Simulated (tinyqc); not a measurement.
Tight binding, honeycomb lattice, step by step. One step of it, computed by the program tinyqc.

Question. Bloch Hamiltonian at k. H_AB = -t1 (1 + exp(-i k.a1) + exp(-i k.a2)); H_AA = delta - 2 t2 sum cos(k.b + phi), H_BB = -delta - 2 t2 sum cos(k.b - phi), b = a1, a2 - a1, -a2.

Parameters chosen for this model:
```
parameter      value                        unit
t1          1.090000                 eV, nearest
t2          0.240000       eV, second neighbours
phi        -2.660000  rad, phase of t2 (Haldane)
delta       0.180000          eV, +/- on A and B
```

k point k (fractions of the reciprocal vectors): -0.400000  -0.220000

Give: H(k) at k.

Answer.

H(k) at k (eV):
```
               A              B
A         -0.192  -0.412-1.711i
B  -0.412+1.711i          0.026
```
